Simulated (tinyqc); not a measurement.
Froehlich polaron in a polar crystal: one step, computed by the program tinyqc.

One electron in a parabolic band of mass m*, coupled to dispersionless LO phonons in the continuum model. Energies are in units of hbar omega unless marked, wave numbers in k_0 = sqrt(2 m* omega/hbar).

Question. Second-order perturbation theory. At T = 0 and k < k_0: E(k) = (k/k_0)^2 - alpha arcsin(k/k_0)/(k/k_0); so E(0) = -alpha, 1/m_p = (1 - alpha/6)/m*, and the mean number of phonons in the cloud at k = 0 is alpha/2. The Lee-Low-Pines variational state gives the same E(0) and m_p = m* (1 + alpha/6).

Inputs (values chosen for the exercise, modelled on cadmium telluride): LO phonon energy hbar omega = 21.3 meV; electron wave number k/k_0 = 0.72.

coupling constant alpha = 0.2646387

Give: energy shift at k = 0; E(k); m*/m_p, second order; m_p/m*, Lee-Low-Pines; phonons in the cloud.

Answer.

energy shift at k = 0 = -5.637 meV

E(k) = 0.2230 hbar omega

m*/m_p, second order = 0.9559

m_p/m*, Lee-Low-Pines = 1.044

phonons in the cloud = 0.1323
